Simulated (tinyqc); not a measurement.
Size effects in the resistivity of thin metal films and interconnect lines. Which input was changed? Computed by tinyqc, a small Python program. Command: `OMP_NUM_THREADS=1 python tinyqc.py 3018645 3018646 out.jsonl size which`. One thread of a shared host (Intel(R) Xeon(R) Processor @ 2.30GHz), about 0.06 s of CPU time with the checks.

Electrons lose their drift at surfaces (a share 1 - p of the hits) and at grain boundaries (reflection R), besides bulk scattering. The line sits in a trench with a non-conducting liner on both walls and the bottom; the spacing equals the drawn width.

Inputs (values chosen for the exercise, modelled on iridium):
```
quantity                          value         unit
bulk resistivity rho_b              5.1  microohm cm
bulk mean free path lambda         6.77           nm
specularity p                         0            -
grain-boundary reflection R        0.13            -
drawn line width w                  8.7           nm
grain size over metal width         1.5            -
aspect ratio (height over width)    2.1            -
liner thickness t                   1.2           nm
line length                          27   micrometre
permittivity of the dielectric k    2.9            -
```

Geometry: line.

Constants: eps_0 = 8.8541878128e-12 F/m.

Method:
- Metal width w_m = w - 2t, height h_m = (aspect ratio) w - t, grain size D = (ratio) w_m.
- Mayadas-Shatzkes: alpha = (lambda/D) R/(1 - R); rho_b/rho = 1 - 3 alpha/2 + 3 alpha^2 - 3 alpha^3 ln(1 + 1/alpha).
- Fuchs-Sondheimer film: rho_b/rho = 1 - (3/(2 kappa))(1 - p) int_0^1 (s - s^3)(1 - exp(-kappa/s))/(1 - p exp(-kappa/s)) ds, f = rho/rho_b, kappa = thickness/lambda, 80 Gauss-Legendre points.
- Line: the excess of a film of thickness w_m and of a film of thickness h_m are added, rho/rho_b = 1 + (f(w_m) - 1) + (f(h_m) - 1), an estimate that holds best when both sides exceed lambda.
- Total: rho = rho_b [1 + surface excess + grain excess]; resistance per length rho/(w_m h_m); capacitance per length C = 2 k eps_0 (aspect ratio + 1/2), a parallel-plate estimate for two neighbours plus a fixed term for the planes above and below; delay 0.38 R C L^2; effective resistivity per drawn area.

Problem. One of these inputs alone was changed, within the range given: drawn line width w (4.35 to 17.4); grain size over metal width (0.75 to 3); liner thickness t (0.6 to 2.4); line length (13.5 to 54). Which one, and to what value?

Results:
```
run     rho/rho_b from grains  RC delay (ps)  resistance per length (ohm/micrometre)
before               1.155792       32.00697                                865.3331
after                1.181969       32.46615                                877.7476
```

Solution.

Each candidate set to reproduce rho/rho_b from grains, and what it then gives:
```
candidate                    range searched  value needed  RC delay (ps)  resistance per length (ohm/micrometre)
drawn line width w (nm)        4.35 to 17.4         7.776         45.496                                  1230.0
grain size over metal width       0.75 to 3         1.280         32.466                                   877.7
liner thickness t (nm)           0.6 to 2.4         1.662         41.043                                  1109.6
line length (micrometre)         13.5 to 54     no effect              -                                       -
```

Only grain size over metal width fits every result: it went from 1.5 to 1.28. The next best candidate, liner thickness t, misses one result by 26 %.
